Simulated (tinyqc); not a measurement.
Bound state in one dimension: Numerov shooting, finite differences, DVR, step by step. Computed by tinyqc, a small Python program that keeps every step. Settings: points = 64. Command: `OMP_NUM_THREADS=1 python tinyqc.py 28205 28206 out.jsonl` (the two numbers bound the seeds that draw the settings). One thread of a shared host (Intel(R) Xeon(R) Processor @ 2.60GHz), about 0.01 s of CPU time with the checks.

## Numerov steps at E = -9.7

One particle of mass 1 in V = -9.9 exp(-x^2/2.26^2) (atomic units), psi = 0 at both ends:
```
parameter                value
left end                    -7
right end                    7
intervals                   64
h                     0.218750
state sought (nodes)         2
```

k_i = 2 m (E - V_i); (1 + h^2 k_(i+1)/12) y_(i+1) = 2 (1 - 5 h^2 k_i/12) y_i - (1 + h^2 k_(i-1)/12) y_(i-1), from y_0 = 0, y_1 = 0.001.

Points along the way:
```
i           x          V           k               y
0   -7.000000  -0.000675  -19.398650        0.000000
1   -6.781250  -0.001218  -19.397565        0.001000
2   -6.562500  -0.002156  -19.395687        0.003006
3   -6.343750  -0.003748  -19.392504        0.008036
4   -6.125000  -0.006393  -19.387214        0.021147
5   -5.906250  -0.010703  -19.378594        0.055517
21  -2.406250  -3.186497  -13.027005   163767.830890
22  -2.187500  -3.879340  -11.641321   361953.028250
23  -1.968750  -4.635158  -10.129685   767677.835970
24  -1.750000  -5.435427   -8.529146  1553119.707900
25  -1.531250  -6.255547   -6.888907  2979655.893400
26  -1.312500  -7.065767   -5.268465  5390792.596700
```

## Bisection on the node count

With more sign changes than the state has nodes (the last point included) the energy is too high, else too low; the bracket starts as -9.7 to -0.05.

Trials:
```
trial            E  sign changes  y at the right end   next
1      -4.87500000             3           -1.95e+09  lower
2      -7.28750000             1           -9.89e+12  raise
3      -6.08125000             2            2.63e+11  raise
4      -5.47812500             2            1.06e+08  raise
5      -5.17656250             3           -4.07e+09  lower
6      -5.32734375             3           -3.91e+09  lower
7      -5.40273437             3           -2.64e+09  lower
8      -5.44042969             3           -1.50e+09  lower
9      -5.45927734             3           -7.60e+08  lower
10     -5.46870117             3           -3.44e+08  lower
11     -5.47341309             3           -1.23e+08  lower
12     -5.47576904             3           -9.65e+06  lower
13     -5.47694702             2            4.79e+07  raise
14     -5.47635803             2            1.91e+07  raise
...            ...           ...                 ...    ...
28     -5.47596745             2            7.65e+02  raise
29     -5.47596743             3           -1.11e+02  lower
30     -5.47596744             2            3.27e+02  raise
```

eigenvalue = -5.47596744 hartree

## The same grid by other methods

Three-point finite differences and the sine-DVR kinetic matrix of Colbert and Miller on the same points.

Lowest levels (hartree):
```
state  finite differences        DVR
0               -8.957532  -8.952395
1               -7.157268  -7.134273
2               -5.526995  -5.474930
3               -4.069406  -3.984919
4               -2.790736  -2.678284
```
